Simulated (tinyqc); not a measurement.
Coverage against grain size: equilibrium and kinetic segregation of a solute to boundaries and growing surfaces. Computed by tinyqc, a small Python program. Command: `OMP_NUM_THREADS=1 python tinyqc.py 3004705 3004706 out.jsonl segreg walk`. One thread of a shared host (Intel(R) Xeon(R) Processor @ 2.30GHz), about 0.01 s of CPU time with the checks.

Inputs (values chosen for the exercise, modelled on a solute in a copper line):

| quantity | value | unit |
|---|---|---|
| segregation energy Q | 0.49 | eV |
| interaction z w (positive attracts) | 0.31 | eV |
| total solute fraction x0 | 0.00074 | - |
| temperature T | 1300 | K |
| boundary thickness delta | 0.79 | nm |

Isotherm: Fowler-Guggenheim.

Constants: k_B = 8.617333262e-05 eV/K.

Method. With theta the solute fraction on boundary sites and x that in the grains, theta/(1 - theta) = [x/(1 - x)] exp[(Q + z w theta)/(k_B T)]. Finite grains: boundary sites are the fraction f = 3 delta/d, and x0 = (1 - f) x + f theta; solve both equations for theta; share at boundaries = f theta/x0.

At T:

| d (nm) | theta | x in the grains | share at boundaries (%) |
|---|---|---|---|
| 15 | 0.004391 | 5.4899e-05 | 93.753 |
| 30 | 0.008182 | 1.0162e-04 | 87.353 |
| 60 | 0.014426 | 1.7718e-04 | 77.002 |
| 120 | 0.023417 | 2.8311e-04 | 62.498 |
| 250 | 0.034877 | 4.1329e-04 | 44.680 |
| 500 | 0.045339 | 5.2759e-04 | 29.042 |
| 1000 | 0.053564 | 6.1451e-04 | 17.155 |
| 5000 | 0.062935 | 7.1051e-04 | 4.031 |

What does the comparison show, and why?

From the largest grains to the smallest the share at boundaries rises from 4.0 to 94 %, and x/x0 falls to 0.074. In the dilute limit x/x0 = 1/(1 - f + f exp(Q/(k_B T))), which gives 0.075 at 15 nm.

Extremes, crossings and ranges named in words are read from the listed rows.
